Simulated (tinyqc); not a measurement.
## Composition from the perpendicular lattice constant

Problem. The layer is x parts of the first compound and 1 - x of the second, grown coherently on the second as substrate and barrier. Rows of the table: lattice constant a, average valence level Ea on an absolute scale, spin-orbit splitting so, gaps at Gamma, X and L, hydrostatic deformation potentials av and ac (Gamma), shear potential b, elastic constants, electron and heavy-hole (along z) masses. All are interpolated linearly in x; gaps get -C x (1 - x), taken wholly in the conduction band; real line-ups can differ from this model by 0.1 eV or more. In-plane strain e = (a_substrate - a)/a, e_z = -2 (c12/c11) e, volume change 2 e + e_z. X-ray diffraction gives a_z = a (1 + e_z) of the coherent layer. Find x, e and the relaxed Gamma gap.

Parameters, values chosen for the exercise:
- CG = 0.477 eV (bowing of the Gamma gap)
- CX = 1.4 eV (bowing of the X gap)
- CL = 0.33 eV (bowing of the L gap)

Binary compounds, values chosen for the exercise:
```
              close to InAs  close to GaAs
a (angstrom)          6.058          5.653
Ea (eV)               -6.67          -6.92
so (eV)               0.375          0.343
EG (eV)               0.357           1.44
EX (eV)                1.36           1.89
EL (eV)                1.08            1.7
av (eV)                1.01           1.17
ac (eV)               -5.13          -7.07
b (eV)                -1.83          -1.69
c11 (GPa)              83.7            118
c12 (GPa)              45.9           53.4
me (m0)              0.0231         0.0677
mh (m0)               0.329          0.351
```

lattice constant along the growth direction = 5.77002941 angstrom

Solution. a_z changes steadily with x, about (1 + 2 c12/c11) times as fast as the relaxed lattice constant, so one composition matches.

x = 0.1500
e = -1.063 %
relaxed Gamma gap = 1.217 eV

Computed by the program tinyqc: `OMP_NUM_THREADS=1 python tinyqc.py 2690081 2690082 out.jsonl`, one thread of a shared Intel Xeon 2.30GHz, about 0.01 s for the whole run.
